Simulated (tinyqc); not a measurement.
# Admittance spectroscopy of a deep trap, step by step

Program tinyqc, `OMP_NUM_THREADS=1 python tinyqc.py 2050144 2050145 out.jsonl`; Intel Xeon 2.30GHz, shared host, one thread, about 0.01 s. Printed values are rounded.

Schottky contact on an n-type layer with shallow donors Nd (all ionised) and a donor-like deep trap, neutral when filled and positive when empty; depletion approximation. Traps within lam of the depletion edge stay filled. The traps at xt = W - lam, where the level crosses the Fermi level, follow a slow signal and not a fast one. w = 2 pi f.

Inputs (values chosen for the exercise); material values close to those of gallium nitride:
```
symbol    value   unit                                      meaning
eps_r      9.49                               relative permittivity
Nc      2.33e18  cm^-3   conduction-band density of states at 300 K
vth       2.6e7   cm/s                    thermal velocity at 300 K
Nd       6.2e16  cm^-3                        shallow donor density
Vbi        0.96      V                             built-in voltage
Et         0.21     eV  depth of the trap below the conduction edge
sn        7e-17   cm^2                        capture cross-section
Nt       9.9e15  cm^-3                                 trap density
Vr            0      V                                 reverse bias
f         43000     Hz                             signal frequency
T           245      K                                  temperature
```

Constants: q = 1.602176634e-19 C, kB = 1.380649e-23 J/K, eps0 = 8.8541878128e-14 F/cm where lengths are in cm. Results are converted to the units shown.

## Widths and limiting capacitances

lam = sqrt(2 eps0 eps_r (EF - ET)/(q Nd)), EF - ET = Et - (kB T/q) ln(Nc(T)/Nd), Nc(T) = Nc (T/300 K)^1.5. In the steady state at the band bending V, 2 eps0 eps_r V/q = Nd W^2 + Nt (W - lam)^2 (the second term only if W > lam). V = Vbi + Vr. C_HF = eps0 eps_r/W, C_LF = eps0 eps_r (Nd + Nt)/(Nd W + Nt xt).

lam = 48.64094 nm
W = 123.8464 nm
xt = 75.20548 nm
C_HF = 67.84713 nF/cm^2
C_LF = 71.72597 nF/cm^2

The step is 5.72 % of C_HF.

## Admittance at the signal frequency

Emission rate en = sn vth(T) Nc(T) exp(-Et/kB T) = sn g T^2 exp(-Et/kB T), g = vth Nc/(300 K)^2, as vth goes as T^0.5 and Nc as T^1.5 (degeneracy factor 1). Inflection frequency w0 = 2 en [1 + Nt xt/(Nd W)]; C = C_HF + (C_LF - C_HF)/(1 + (w/w0)^2), G/w = (C_LF - C_HF)(w/w0)/(1 + (w/w0)^2).

en = 1.354276e5 1/s
w0/(2 pi) = 47287.84 Hz
C = 69.97034 nF/cm^2
G/w = 1.930689 nF/cm^2

The signal lies near the inflection, where the loss is largest.
